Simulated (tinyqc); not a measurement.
# MOSFET in the linear regime without short-channel effects, parameter extraction from computed curves: extraction methods against the temperature

Inversion charge Q = Cox n Vt W0(exp((Vg - VT)/(n Vt))), W0 the Lambert function and n = nf; u = Q/Cox; mobility mu = mu0/(1 + th1 u + th2 u^2); channel resistance Rch = (L - dL)/(W mu Q); Id = Vd/(Rch + Rsd/W). Cox = eps0 eox/tox. Small Vd, no channel-length or drain effects.

From the continuous curve Id(Vg): tangent at peak gm (V_ext = Vg - Id/gm); constant current Id = 0.1 uA W/L; peak of d2Id/dVg2; Y = Id/sqrt(gm) drawn through Vg = VT + 0.6 and VT + 0.8 V, with intercept VT_Y and slope s. Mobilities gm,max L/(W Cox Vd) and s^2 L/(W Cox Vd) with the drawn L. Last column: share of Rsd/W in the total resistance at VT + 0.8 V.

Values chosen for this exercise; channel values of the order met in silicon transistors:
- eox = 3.9 (relative permittivity of the gate insulator (close to silicon dioxide))
- tox = 7.8 nm (insulator thickness)
- mu0 = 430 cm^2/(V s) (low-field mobility)
- th1 = 0.57 1/V (first mobility attenuation factor)
- th2 = 0 1/V^2 (second mobility attenuation factor)
- VT = 0.38 V (threshold voltage)
- nf = 1.16 (body factor)
- W = 0.5 um (gate width)
- L = 0.19 um (drawn gate length)
- dL = 0.018 um (drawn less effective length)
- Rsd = 320 ohm um (source plus drain resistance)
- Vd = 0.02 V (drain voltage)

Constants: q = 1.602176634e-19 C, kB = 1.380649e-23 J/K, Vt = kB T/q, eps0 = 8.8541878128e-14 F/cm where lengths are in cm. Results are converted to the units shown.

Extraction methods against the temperature:

| T (K) | V_ext (V) | constant current (V) | second derivative (V) | VT_Y (V) | mobility from gm (cm^2/(V s)) | mobility from Y (cm^2/(V s)) | series share (%) |
|---|---|---|---|---|---|---|---|
| 77 | 0.384 | 0.413 | 0.378 | 0.403 | 378 | 464 | 15.9 |
| 110 | 0.384 | 0.413 | 0.377 | 0.408 | 362 | 459 | 15.7 |
| 150 | 0.383 | 0.412 | 0.376 | 0.414 | 347 | 454 | 15.6 |
| 220 | 0.380 | 0.407 | 0.373 | 0.420 | 326 | 443 | 15.4 |
| 300 | 0.375 | 0.398 | 0.369 | 0.424 | 308 | 431 | 15.1 |
| 370 | 0.369 | 0.389 | 0.365 | 0.426 | 295 | 421 | 14.9 |
| 450 | 0.362 | 0.377 | 0.361 | 0.426 | 282 | 410 | 14.8 |

What does the comparison show?

The model has VT = 0.38 V and mu0 = 430 cm^2/(V s). Over the table the extracted thresholds move by 22 mV (tangent), 37 mV (constant current), 17 mV (second derivative), 24 mV (Y function). The mobility from gm falls from 378 to 282 and that from Y falls from 464 to 410 cm^2/(V s).

Numbers from tinyqc (`OMP_NUM_THREADS=1 python tinyqc.py 2210111 2210112 out.jsonl`; about 0.01 s on one thread of a shared Intel Xeon 2.30GHz).
